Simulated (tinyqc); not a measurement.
Non-radiative capture by multiphonon emission, one effective mode: one step, computed by the program tinyqc.

The initial state (free carrier plus empty centre) lies dE above the final state; both have the same frequency and are displaced by dQ.

Problem. Scaled coefficient, cross-section and lifetime. Sommerfeld factor of an attractive centre: s(k) = 2 pi nu/(1 - exp(-2 pi nu)), nu = sqrt(Ry*/E), Ry* = Ry m/eps^2, averaged over (2/sqrt(pi)) sqrt(x) exp(-x) dx with x = E/k_B T = t^2 (trapezoid, t to 6 in steps of 0.01). C = s C_0; v = sqrt(3 k_B T/m); sigma = C/v; tau = 1/(C N_t).

Inputs (values chosen for the exercise, for a model semiconductor):
```
quantity                 value   unit
carrier mass m            0.62    m_0
dielectric constant eps   10.9      -
temperature T              300      K
defect density N_t       3e+16  cm^-3
```

Centre: attractive.

C_0 = 2.005155e-07 cm^3/s

Constants: Ry = 13.605693123 eV; k_B = 8.617333262e-05 eV/K; k_B = 1.380649e-23 J/K; m_0 = 9.1093837015e-31 kg.

Give: Sommerfeld factor s; capture coefficient C; thermal velocity v; cross-section sigma; capture time.

Solution.

Sommerfeld factor s = 11.755

capture coefficient C = 2.3570e-06 cm^3/s

thermal velocity v = 1.4833e+07 cm/s

cross-section sigma = 1.5890e-13 cm^2

capture time = 1.4142e-11 s

Caution: the effective Bohr radius is under 10 angstrom, so the effective-mass Sommerfeld factor is rough. Caution: so large a cross-section lies beyond first-order perturbation theory; cascade capture or carrier supply would limit it.
